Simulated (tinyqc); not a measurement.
# MOS capacitor on a p-type substrate, surface potential from the exact charge relation, step by step

Computed by the program tinyqc: `OMP_NUM_THREADS=1 python tinyqc.py 2060126 2060127 out.jsonl`, one thread of a shared Intel Xeon 2.30GHz, about 0.01 s for the whole run. Printed values are rounded.

Uniform p-type substrate, Boltzmann statistics, full ionisation, classical densities. psi is the surface potential against the body (positive when the bands bend down) and u = psi/Vt. Traps are spread evenly over the gap and neutral at flat band, so their charge is -q Dit psi; the minority quasi-Fermi level is shifted by Vb.

Parameters, values chosen for the exercise; band and dielectric values close to those of gallium nitride:

| symbol | value | unit | meaning |
|---|---|---|---|
| T | 293 | K | temperature |
| Eg | 3.47 | eV | band gap |
| eps_r | 9.57 |  | relative permittivity |
| Nc | 2.2e18 | cm^-3 | conduction-band density of states at T |
| Nv | 4.4e19 | cm^-3 | valence-band density of states at T |
| chi | 4.1 | eV | electron affinity |
| N | 1.9e15 | cm^-3 | acceptor density of the substrate |
| eox | 3.9 |  | relative permittivity of the gate insulator (close to silicon dioxide) |
| tox | 3.3 | nm | insulator thickness |
| phiM | 4.27 | eV | gate work function |
| Nf | 0 | cm^-2 | fixed charge at the interface, in units of q |
| Dit | 0 | cm^-2 eV^-1 | density of interface traps |
| Vb | 1.6 | V | reverse bias of the inversion layer against the body |
| Vg | 1.89 | V | gate voltage against the body |

Constants: q = 1.602176634e-19 C, kB = 1.380649e-23 J/K, Vt = kB T/q, eps0 = 8.8541878128e-14 F/cm where lengths are in cm. Results are converted to the units shown.

Range of the model: At this gate voltage the surface density exceeds 0.3 of the band density of states, so degeneracy and confinement would lower the charge and capacitance.

## Flat band, threshold and scales

ni = sqrt(Nc Nv) exp(-Eg/(2 Vt)), Eg in volts; phiF = Vt ln(N/ni); Cox = eps0 eox/tox; Vfb = phiM - chi - (Eg - Vt ln(Nv/N)) - q Nf/Cox; Q0 = sqrt(2 eps0 eps_r q N Vt); r = (ni/N)^2 exp(-Vb/Vt); VT = Vfb + [(2 phiF + Vb)(1 + q Dit/Cox) + sqrt(2 eps0 eps_r q N (2 phiF + Vb))/Cox].

ni = 1.41216e-11 cm^-3
phiF = 1.51907 V
Cox = 1.04640 uF/cm^2
Vfb = -3.04625 V
Q0 = 3.60909 nC/cm^2
r = 1.66450e-80
VT = 1.63863 V

## Starting value

psi = Vg - Vfb (all of the voltage in the semiconductor).

psi at the start = 4.93625 V

## Iteration 1: Newton step for the surface potential

u = psi/Vt; F^2 = exp(-u) + u - 1 + r (exp(u) - u - 1); Qs = -sign(u) Q0 F; Cs = -dQs/dpsi = (Q0/Vt) |1 - exp(-u) + r (exp(u) - 1)|/(2 F). f = Vfb + psi + (q Dit psi - Qs)/Cox - Vg, f' = 1 + (Cs + q Dit)/Cox, psi(new) = psi - f/f'.

u = 195.504
F = 366.594
Qs = -1323.07 nC/cm^2
Cs = 26.1630 uF/cm^2
f = 1.26440 V
f' = 26.0027
psi after iteration 1 = 4.88762 V

## Iteration 2: Newton step for the surface potential

As before.

u = 193.578
F = 140.541
Qs = -507.226 nC/cm^2
Cs = 9.94714 uF/cm^2
f = 0.436107 V
f' = 10.5060
psi after iteration 2 = 4.84611 V

## Iteration 3: Newton step for the surface potential

As before.

u = 191.934
F = 63.0057
Qs = -227.393 nC/cm^2
Cs = 4.28760 uF/cm^2
f = 0.127173 V
f' = 5.09746
psi after iteration 3 = 4.82116 V

## Course of the Newton iteration

Stop when the step is below 1e-10 V, or after 60 iterations.

Course of the iteration:
```
iteration  psi before the step (V)     f (V)   step (V)
1                          4.93625      1.26    -0.0486
2                          4.88762     0.436    -0.0415
3                          4.84611     0.127    -0.0249
4                          4.82116    0.0227   -6.67e-3
5                          4.81449   1.14e-3   -3.71e-4
6                          4.81412   3.22e-6   -1.06e-6
7                          4.81412  2.60e-11  -8.52e-12
```

Converged in 7 iterations.

## Charges, field and capacitances at the solution

converged psi = 4.81412 V

u = psi/Vt; F^2 = exp(-u) + u - 1 + r (exp(u) - u - 1); Qs = -sign(u) Q0 F; Cs = -dQs/dpsi = (Q0/Vt) |1 - exp(-u) + r (exp(u) - 1)|/(2 F). Low frequency: 1/C_LF = 1/Cox + 1/(Cs + q Dit). High frequency, in the simple estimate in which traps and minority carriers do not follow: 1/C_HF = 1/Cox + 1/Cd, Cd being Cs with r = 0 at the same psi. Minority sheet density N_inv = (Q0/(2 q)) int_0^u r (exp(t) - 1)/F(t) dt for u > 0. Oxide field |Qs - q Dit psi + q Nf|/(eps0 eox).

Qs = -127.798 nC/cm^2
N_inv = 4.88379e11 cm^-2
oxide field = 0.370092 MV/cm
Cs = 2.14997 uF/cm^2
C_LF/Cox = 0.672628
C_HF/Cox = 0.00493495

The surface is in strong inversion (borders at |psi| = 0, phiF + Vb and 2 phiF + Vb = 4.64 V). Minority carriers make up 61.2 % of Qs.
